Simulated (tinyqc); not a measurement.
X-ray photoelectron analysis of a thin oxide on a semiconductor: attenuation lengths, thickness, angle series and band offsets: one step, computed by the program tinyqc.

The same element is seen in the oxide and in the substrate, at nearly the same kinetic energy; films are flat and uniform, and the work function is ignored.

Task: Band offsets by core levels. Valence band offset = (E_core - E_v)(substrate) - (E_core - E_v)(oxide) + (core level separation at the interface, oxide less substrate). The separation is made here from the given offset; a uniform field F that raises the binding energy towards the surface shifts the oxide peak by e F <z>, <z> = d/(1 - exp(-x)) - d/x, x = d/(L_o cos theta), being the mean distance from the interface. Conduction band offset = oxide gap - substrate gap - valence band offset.

Inputs (values chosen for the exercise, modelled on SiO2 on silicon):
```
quantity                                       value     unit
oxide gap                                       8.84       eV
substrate gap                                   1.12       eV
oxide thickness d                                5.6       nm
emission angle from the normal                    60  degrees
valence band offset used to make the data       4.38       eV
core level less valence band top, substrate    98.97       eV
core level less valence band top, thick oxide  98.73       eV
field in the oxide                              0.71    MV/cm
```

d/(L_o cos theta) = 3.264708

Give: separation without field; <z>; separation with field; apparent valence band offset; true conduction band offset; apparent conduction band offset.

Result:

separation without field = 4.14 eV

<z> = 4.107 nm

separation with field = 4.432 eV

apparent valence band offset = 4.672 eV

true conduction band offset = 3.34 eV

apparent conduction band offset = 3.048 eV

The field biases both offsets by 0.29 eV, in opposite directions. Caution: beyond about 60 degrees elastic scattering and roughness make a single attenuation length unreliable.
